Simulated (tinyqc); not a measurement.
Schottky diode by thermionic emission with image-force lowering and series resistance: two steps of the calculation.

Metal on an n-type semiconductor with one parabolic valley; V > 0 is forward bias (metal positive). I = I0 [exp(Vj/(n Vt)) - 1] with Vj = V - I Rs; I0 = S A* T^2 exp(-(phi - dphi)/Vt), the lowering dphi taken at zero bias.

Parameters, values chosen for the exercise; band and dielectric values those of a made-up semiconductor: temperature T = 250 K; electron mass me = 0.0663 m0; relative permittivity eps_r = 10.6; barrier height seen from the metal phi = 0.71 eV; donor density Nd = 1.5e15 cm^-3; area S = 2.5e-5 cm^2; ideality factor n = 1.07; series resistance Rs = 3 ohm; applied bias V = 0.96 V.

Constants: q = 1.602176634e-19 C, kB = 1.380649e-23 J/K, h = 6.62607015e-34 J s, m0 = 9.1093837015e-31 kg, Vt = kB T/q, eps0 = 8.8541878128e-14 F/cm where lengths are in cm. Results are converted to the units shown.

Task 1. Saturation current. A* = 4 pi q me m0 kB^2/h^3 (times 1e-4 for A/(cm^2 K^2)); Nc = 2 (2 pi me m0 kB T/h^2)^1.5 (times 1e-6 for cm^-3); xi = Vt ln(Nc/Nd), Vbi = phi - xi; surface field Em = sqrt(2 q Nd (Vbi - V - Vt)/(eps0 eps_r)); dphi = sqrt(q Em/(4 pi eps0 eps_r)). Here V = 0 in Em.

Find: A*; Nc; Vbi; Em; dphi; I0.

Result 1.

A* = 7.9675 A/(cm^2 K^2)
Nc = 3.2589e17 cm^-3
Vbi = 0.59407 V
Em = 17.123 kV/cm
dphi = 15.252 meV
I0 = 1.2292e-13 A

The lowering raises I0 by a factor of 2.03.

Task 2. Junction voltage. Newton step for g(Vj) = Vj + Rs I0 [exp(Vj/(n Vt)) - 1] - V = 0: Vj(new) = Vj - g/g', g' = 1 + Rs I0 exp(Vj/(n Vt))/(n Vt).

I0 = 1.2292237e-13 A
Vj at the start = 0.96 V

Wanted: Vj after iteration 1.

Result 2.

Vj after iteration 1 = 0.93695 V

tinyqc, about 0.01 s, one thread, Intel Xeon 2.30GHz (shared host): `OMP_NUM_THREADS=1 python tinyqc.py 2640158 2640159 out.jsonl`
